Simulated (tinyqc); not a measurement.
Boltzmann transport in a parabolic band with a power-law relaxation time: one step. Transport coefficients. Three cases, with inputs chosen for the exercise.

Problem. Form the ratios; u is the mean energy carried, in kT.

tau = tau0 x^r with x = E/kT. With K_j = Gamma(j + 1) F_j(eta): <tau> = tau0 (r + 3/2) K_(r+1/2)/((3/2) K_(1/2)); mu = <tau>/(mc m0/e), m0/e = 5.685630e-12 kg/C; Hall factor rH = (3/2) K_(1/2) (2r + 3/2) K_(2r+1/2)/((r + 3/2) K_(r+1/2))^2; Seebeck S = -(kB/e) [(r + 5/2) K_(r+3/2)/((r + 3/2) K_(r+1/2)) - eta]; Lorenz number L = (kB/e)^2 [(r + 7/2) K_(r+5/2)/((r + 3/2) K_(r+1/2)) - ((r + 5/2) K_(r+3/2)/((r + 3/2) K_(r+1/2)))^2]; kB/e in V/K. Valley anisotropy is left out of rH.

Constants: kB = 8.617333262e-05 eV/K.

Case 1.

Values chosen (out of a larger set: masses near those of Ge; tau0 is set for a mobility of the usual size at this n, kL is a free input; freeze-out and phonon drag, which matter near 77 K, are left out; not measured data): r = 1.5 (exponent of tau).

F_j and K_j:
```
j              F_j          K_j
0.500  0.004581354  0.004060119
2.000  0.004586152  0.009172304
3.000  0.004587465   0.02752479
4.000  0.004588123    0.1101149
3.500  0.004587850   0.05336463
```

eta = -5.384141

Case 2.

Values chosen (out of a larger set: masses near those of Si; tau0 is set for a mobility of the usual size at this n, kL is a free input; freeze-out and phonon drag, which matter near 77 K, are left out; not measured data): r = 0.5 (exponent of tau).

F_j and K_j:
```
j            F_j        K_j
0.500  0.1988661  0.1762405
1.000  0.2028993  0.2028993
2.000  0.2079528  0.4159055
3.000  0.2105787   1.263472
1.500  0.2058315  0.2736201
```

eta = -1.545008

Case 3.

Values chosen (out of a larger set: masses near those of InP; tau0 is set for a mobility of the usual size at this n, kL is a free input; freeze-out and phonon drag, which matter near 77 K, are left out; not measured data): r = 1.5 (exponent of tau).

F_j and K_j:
```
j             F_j         K_j
0.500  0.01507532  0.01336016
2.000  0.01512729  0.03025457
3.000  0.01514156  0.09084935
4.000  0.01514871   0.3635690
3.500  0.01514574   0.1761712
```

eta = -4.189367

Give: <tau>/tau0; rH; u; S; L.

Solution.

Case 1.

<tau>/tau0 = 4.518
rH = 1.932
u = 4.001
S = -808.8 microvolt/K
L = 2.970 1e-8 W ohm/K^2

The non-degenerate limits are rH = 1.933, u = r + 5/2 = 4 and L = (r + 5/2)(kB/e)^2 = 2.970; the degenerate ones are rH = 1 and L = 2.443.

Case 2.

<tau>/tau0 = 1.535
rH = 1.098
u = 3.075
S = -398.1 microvolt/K
L = 2.228 1e-8 W ohm/K^2

The non-degenerate limits are rH = 1.104, u = r + 5/2 = 3 and L = (r + 5/2)(kB/e)^2 = 2.228; the degenerate ones are rH = 1 and L = 2.443.

Case 3.

<tau>/tau0 = 4.529
rH = 1.929
u = 4.004
S = -706.0 microvolt/K
L = 2.969 1e-8 W ohm/K^2

The non-degenerate limits are rH = 1.933, u = r + 5/2 = 4 and L = (r + 5/2)(kB/e)^2 = 2.970; the degenerate ones are rH = 1 and L = 2.443.

Computed by tinyqc, one run a case: `OMP_NUM_THREADS=1 python tinyqc.py N N+1 out.jsonl` with N = 1682615, 1682705, 1682716; one thread of a shared Intel(R) Xeon(R) Processor @ 2.30GHz, about 0.01 s a run at most.
